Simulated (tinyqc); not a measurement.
Wannier function of the lower band of a two-orbital chain: one step. The same from overlaps (Marzari-Vanderbilt). Two cases, with inputs chosen for the exercise.

Question. b = 2 pi/N; M_j = u_j^+ diag(1, exp(-i b xb)) u_(j+1), with u_N = u_0. Centre = -(1/2 pi) sum arg M_j; gauge-invariant part Omega_I = (1/(N b^2)) sum (1 - |M_j|^2); gauge-dependent part Omega_D = (1/(N b^2)) sum (arg M_j + b centre)^2.

Case 1.

Values chosen: xb = 0.62 a (position of B (A at 0)).

Mesh:
```
j  E lower (eV)  E upper (eV)                   u_A                   u_B  |<trial|u>|
0     -3.992165      2.892165             0.6658450             0.7460901     0.979055
1     -3.357763      2.807763  0.6339420-0.1273205i  0.7592783+0.0735085i     0.974525
2     -1.936928      2.486928  0.5499811-0.1771330i  0.8097444+0.1022678i     0.976250
3     -1.070771      2.170771             0.4876261             0.8730526     0.999899
4     -1.936928      2.486928  0.5499811+0.1771330i  0.8097444-0.1022678i     0.976250
5     -3.357763      2.807763  0.6339420+0.1273205i  0.7592783-0.0735085i     0.974525
```

Case 2.

Values chosen: xb = 0.42 a (position of B (A at 0)).

Mesh:
```
j  E lower (eV)  E upper (eV)                   u_A                   u_B  |<trial|u>|
0     -3.031164      3.931164             0.7161890             0.6979064     0.962499
1     -2.781275      3.059391  0.6887735-0.1600644i  0.7010209+0.0924132i     0.951489
2     -2.023434      1.295319  0.6530198-0.1726908i  0.7306177+0.0997031i     0.959243
3     -2.023434      1.295319  0.6530198+0.1726908i  0.7306177-0.0997031i     0.959243
4     -2.781275      3.059391  0.6887735+0.1600644i  0.7010209-0.0924132i     0.951489
```

Give: Overlaps; centre from overlaps; Omega_I; Omega_D.

Answer.

Case 1.

Overlaps:
```
j   |M_j|  arg M_j (rad)
0  0.9843        -0.4003
1  0.9664        -0.4314
2  0.8798        -0.4875
3  0.8798        -0.4875
4  0.9664        -0.4314
5  0.9843        -0.4003
```

centre from overlaps = 0.420 a
Omega_I = 0.0982 a^2
Omega_D = 0.0012 a^2

The centre is the Berry phase over 2 pi and does not depend on the trial orbital (modulo a). Omega_D is 1.2 % of the total; in one dimension a gauge that spreads the phase evenly removes it. The total is 0.0994 a^2, against 0.1088 a^2 (centre 0.417 a) in real space on 96 cells.

Case 2.

Overlaps:
```
j   |M_j|  arg M_j (rad)
0  0.9964        -0.3114
1  0.9689        -0.2877
2  0.7930        -0.2085
3  0.9689        -0.2877
4  0.9964        -0.3114
```

centre from overlaps = 0.224 a
Omega_I = 0.0644 a^2
Omega_D = 0.0009 a^2

The centre is the Berry phase over 2 pi and does not depend on the trial orbital (modulo a). Omega_D is 1.4 % of the total; in one dimension a gauge that spreads the phase evenly removes it. The total is 0.0653 a^2, against 0.0767 a^2 (centre 0.225 a) in real space on 96 cells.

Computed by tinyqc, one run a case: `OMP_NUM_THREADS=1 python tinyqc.py N N+1 out.jsonl` with N = 1452477, 1452619; one thread of a shared Intel(R) Xeon(R) Processor @ 2.30GHz, about 0.2 s a run at most.
